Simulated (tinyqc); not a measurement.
Tunnelling through a two-layer gate stack, WKB transmission and Tsu-Esaki current: effect of the barrier height.

Electrons leave the emitter at x = 0. Energies E (motion across the layers) are in eV from the emitter Fermi level; the collector Fermi level lies at -V and offers states at every E. No charge in the dielectric and no image force: F1 = V/(t1 + t2 eps1/eps2), F2 = F1 eps1/eps2; U = phi1 - F1 x in layer 1 and phi2 - F1 t1 - F2 (x - t1) in layer 2. With C = hbar^2/(2 m0), kappa = sqrt(m (U - E)/C) where U > E and 0 elsewhere; T(E) = exp(-S), S = 2 times the integral of kappa over x.

Each layer adds (2/F) sqrt(m/C) [G(u at its left edge) - G(u at its right edge)] to S, with u = U - E (0 where negative) and G(u) = (2/3) u^1.5. J = J0 times the integral of T(E) N(E) dE, N = ln[(1 + exp(-E/Vt))/(1 + exp((-E - V)/Vt))], J0 = q^2 me m0 kB T/(2 pi^2 hbar^3) (times 1e-4 for A/cm^2 per eV), from E = -Ef to far above the barrier (T = 1 there), by quadrature converged to the digits shown.

Parameters, values chosen for the exercise; layer 1 close to silicon dioxide, layer 2 close to zirconium oxide: temperature T = 200 K; Fermi energy of the emitter above its band bottom Ef = 2.3 eV; emitter mass in the supply function me = 1 m0; tunnelling mass of layer 1 m1 = 0.49 m0; thickness of layer 1 t1 = 0.9 nm; relative permittivity of layer 1 eps1 = 3.82; barrier of layer 2 at zero bias phi2 = 1.36 eV; tunnelling mass of layer 2 m2 = 0.25 m0; thickness of layer 2 t2 = 1.3 nm; relative permittivity of layer 2 eps2 = 25.6; voltage across the dielectric V = 0.3 V.

Constants: q = 1.602176634e-19 C, kB = 1.380649e-23 J/K, hbar = 1.054571817e-34 J s, m0 = 9.1093837015e-31 kg, Vt = kB T/q, hbar^2/(2 m0) = 0.0380998212 eV nm^2. Results are converted to the units shown.

Result of one run:
```
phi1 (eV)  S at E = 0  T(E = 0)  J (A/cm^2)  mean E of the current (eV)
2.8             17.50  2.505e-8       13.59                     -0.3380
```

What becomes of these results when the barrier of layer 1 above the emitter Fermi level at zero bias phi1 is changed from 2.8 to 3.4 eV, all else the same?

Result of the changed run:
```
phi1 (eV)  S at E = 0  T(E = 0)  J (A/cm^2)  mean E of the current (eV)
3.4             18.63  8.140e-9       4.679                     -0.3480
```

The whole series:
```
phi1 (eV)  S at E = 0  T(E = 0)  J (A/cm^2)  mean E of the current (eV)
1.6             14.78  3.796e-7       170.8                     -0.3090
1.9             15.54  1.774e-7       84.84                     -0.3179
2.2             16.24  8.824e-8       44.34                     -0.3256
2.5             16.89  4.609e-8       24.14                     -0.3322
2.8             17.50  2.505e-8       13.59                     -0.3380
3.1             18.08  1.408e-8       7.878                     -0.3433
3.4             18.63  8.140e-9       4.679                     -0.3480
3.7             19.15  4.824e-9       2.840                     -0.3523
```

J falls from 171 to 2.84 A/cm^2, on average 0.847 decades for each eV, while S rises from 14.8 to 19.1.

tinyqc, about 0.04 s, one thread, Intel Xeon 2.30GHz (shared host): `OMP_NUM_THREADS=1 python tinyqc.py 2540006 2540007 out.jsonl`
